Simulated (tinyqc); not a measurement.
Worked calculation: microkinetic model of a Langmuir-Hinshelwood surface reaction A + (1/2) B2 = AB with Bronsted-Evans-Polanyi barriers. Computed by tinyqc, a small Python program that keeps every step. Command: `OMP_NUM_THREADS=1 python tinyqc.py 3001638 3001639 out.jsonl microkin walk`. One thread of a shared host (Intel(R) Xeon(R) Processor @ 2.30GHz), about 0.01 s of CPU time with the checks. Intermediate numbers are printed to about 6 digits and carried at full precision; extremes and crossings named in words are read from the listed rows.

A adsorbs in equilibrium; B2 dissociates irreversibly on two free sites; adsorbed A and B react irreversibly and AB leaves at once. theta_A + theta_B + theta_* = 1.

Inputs (values chosen for the exercise, for a model catalyst):
```
quantity                               value   unit
adsorption energy of A, E_A           -0.873     eV
adsorption energy per B atom, E_B     -0.741     eV
entropy loss of A, S_A                   1.6  meV/K
entropy loss of B2, S_B                  1.7  meV/K
slope a1 of the dissociation barrier    0.57      -
intercept b1                             1.1     eV
slope a2 of the reaction barrier        0.42      -
intercept b2                            0.12     eV
pressure p_A                          0.0012    bar
pressure p_B                            0.25    bar
temperature T                            475      K
mixing                                   0.5      -
```

Solver: damped fixed point.

Constants: k_B = 8.617333262e-05 eV/K; hbar = 6.582119569e-16 eV s.

## Constants

K_A = exp(-(E_A + T S_A)/(k_B T)) per bar; barriers E1 = max(b1 + a1 2 E_B, 0), E2 = b2 - a2 (E_A + E_B); k1 = (k_B T/h) exp(-S_B/k_B) exp(-E1/(k_B T)) per bar, k2 = (k_B T/h) exp(-E2/(k_B T)), h = 2 pi hbar.

barrier E1 = 0.25526 eV

barrier E2 = 0.79788 eV

K_A = 15.8102 1/bar

k1 = 52.4293 1/(bar s)

k2 = 33881.8 1/s

## Steady state in closed form

theta_A = K_A p_A theta_*; 2 k1 p_B theta_*^2 = k2 theta_A theta_B, so theta_B = w theta_* with w = 2 k1 p_B/(k2 K_A p_A); theta_* = 1/(1 + K_A p_A + w); rate r = k2 theta_A theta_B.

w = 0.0407812

theta_* = 0.943616

theta_A = 0.0179025

theta_B = 0.0384817

rate r = 23.3418 1/s per site

The surface is mostly free, and dissociation limits.

## Iterative solution

Unknown y = theta_B, theta_* = (1 - y)/(1 + K_A p_A). Fixed point y(out) = w theta_*(y), y(new) = y + mixing (y(out) - y), kept within 0 and 1; start y = 0. Stop when the change is below 1e-10, after 80 steps at most.

Course of the iteration:
```
step       y in      y new       change
1     0.0000000  0.0200109  2.00109e-02
2     0.0200109  0.0296160  9.60503e-03
3     0.0296160  0.0342263  4.61031e-03
4     0.0342263  0.0364392  2.21290e-03
5     0.0364392  0.0375013  1.06217e-03
6     0.0375013  0.0380112  5.09828e-04
7     0.0380112  0.0382559  2.44712e-04
8     0.0382559  0.0383733  1.17459e-04
9     0.0383733  0.0384297  5.63791e-05
...         ...        ...          ...
20    0.0384817  0.0384817  1.75656e-08
21    0.0384817  0.0384817  8.43129e-09
22    0.0384817  0.0384817  4.04693e-09
23    0.0384817  0.0384817  1.94248e-09
24    0.0384817  0.0384817  9.32370e-10
25    0.0384817  0.0384817  4.47527e-10
26    0.0384817  0.0384817  2.14808e-10
27    0.0384817  0.0384817  1.03106e-10
28    0.0384817  0.0384817  4.94896e-11
```

theta_B at the end = 0.0384817

last change = 4.94896e-11

Converged in 28 steps to the closed form.

## Orders and rate control

From r = 2 k1 p_B theta_*^2: order in p_B and degree of control of step 1 = 1 - 2 theta_B; control of step 2 = 2 theta_B; order in p_A = 2 (theta_B - theta_A). Apparent energy = (E1 + k_B T)(1 - 2 theta_B) + (E2 + k_B T) 2 theta_B + E_A x order in p_A.

order in p_B, X1 = 0.923037

X2 = 0.0769635

order in p_A = 0.0411585

apparent activation energy = 0.302023 eV

## Rate against the binding of B

The formulas are those given above.

Changing E_B at fixed E_A:
```
E_B (eV)  E1 (eV)  E2 (eV)      theta_*      theta_A      theta_B   log10 r
-2.40           0  1.49466  1.94240e-09  3.68517e-11  1.00000e+00  -13.2965
-2.10           0  1.36866  4.21898e-08  8.00433e-10  1.00000e+00  -10.6227
-1.80           0  1.24266  9.16377e-07  1.73857e-08  9.99999e-01   -7.9490
-1.50           0  1.11666  1.99037e-05  3.77617e-07  9.99980e-01   -5.2753
-1.25           0  1.01166  2.58752e-04  4.90910e-06  9.99736e-01   -3.0474
-1.00           0  0.90666  3.35404e-03  6.36335e-05  9.96582e-01   -0.8220
-0.75       0.245  0.80166  9.28988e-01  1.76250e-02  5.33869e-02    1.4634
-0.50       0.530  0.69666  9.81377e-01  1.86189e-02  4.10523e-06   -1.5128
-0.25       0.815  0.59166  9.81381e-01  1.86190e-02  2.98824e-10   -4.5367
0.00        1.100  0.48666  9.81381e-01  1.86190e-02  2.17517e-14   -7.5605
```

The rate is highest at E_B = -0.75 eV among these rows, where theta_B = 0.053. On the weak-binding side log10 r falls by 12.1 per eV, from the dissociation barrier (2 a1/(k_B T ln 10) = 12.1). On the strong-binding side B fills the surface and the rate falls again: the Sabatier volcano.

Checks made by the program: iteration against the closed form (relative difference 1e-09); apparent energy against a finite difference (on the scale of E2) (relative difference 2e-09).
